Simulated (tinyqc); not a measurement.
Current gain against temperature: heavy doping: gap narrowing, degeneracy and the minority density.

F_j(eta) = (1/Gamma(j + 1)) integral_0^infinity x^j dx/(1 + exp(x - eta)), which tends to exp(eta) for eta << 0.

Empirical narrowing (Slotboom form, constants chosen for the exercise; published fits of this form give the apparent narrowing, here it is taken as the true one): dEg = E0 [ln(N/N0) + sqrt(ln(N/N0)^2 + C)].

Majority: N = Nc F_1/2(eta), eta the distance of EF beyond the majority band edge in kT. Degeneracy factor gam = F_1/2(eta)/exp(eta). ni0^2 = Nc Nv exp(-Eg/kT); product n p = ni0^2 gam exp(dEg/kT), dEg the true narrowing; apparent narrowing dEa = dEg + kT ln gam; minority density = n p/N.

Bipolar transistor with N as emitter doping: beta = K (N/NB) exp((dEa_B + dG - dEa_E)/kT), dEa_E = dEg(N) + kT ln gam, dEa_B = dEg(NB). For the sweep in T, Nc is scaled as (T/T0)^(3/2) from its value at T0 = T.

Constants: kB = 8.617333262e-05 eV/K.

Values chosen for the exercise (gap and densities of states near those of Ge at this temperature; narrowing constants of the size fitted for Si, not for this material; the results hold for these values, not for the real material):
- Eg = 0.59 eV (gap)
- Nc = 1.89e+19 1/cm^3 (conduction-band density of states)
- Nv = 9.05e+18 1/cm^3 (valence-band density of states)
- T = 450 K
- E0 = 8.25 meV (narrowing scale)
- N0 = 1.1e+17 1/cm^3 (onset density)
- C = 0.5 (smoothing constant)
- N = 4.7e+18 1/cm^3 (ionised donors, equal to the majority density)
- NB = 9e+17 1/cm^3 (base doping)
- K = 4.1 (ratio (D_B W_E)/(D_E W_B))
- dG = 50 meV (extra narrowing of the base by alloying)

Gain:

| T (K) | beta | beta with dG = 0 | without narrowing |
|---|---|---|---|
| 150 | 201 | 4.20 | 21.4 |
| 200 | 110 | 6.04 | 21.4 |
| 250 | 77.4 | 7.60 | 21.4 |
| 350 | 52.4 | 9.98 | 21.4 |
| 400 | 46.5 | 10.9 | 21.4 |
| 450 | 42.4 | 11.7 | 21.4 |

Give the missing row, T (K) = 300.

Computed row:
```
T (K)  beta  beta with dG = 0  without narrowing
300    61.5              8.89               21.4
```

dEa_B + dG - dEa_E at T0 = 26.5 meV

beta is 201 at 150 K and 42.4 at 450 K, since the net exponent is positive: the gap is narrower in the base. At 300 K narrowing and degeneracy change the gain by a factor 0.415 and alloying the base by 6.92.

Computed by tinyqc, a small Python program: `OMP_NUM_THREADS=1 python tinyqc.py 1650188 1650189 out.jsonl` (the numbers bound the seed that draws the inputs); one thread of a shared host (Intel(R) Xeon(R) Processor @ 2.30GHz), about 0.01 s for the whole set of steps.
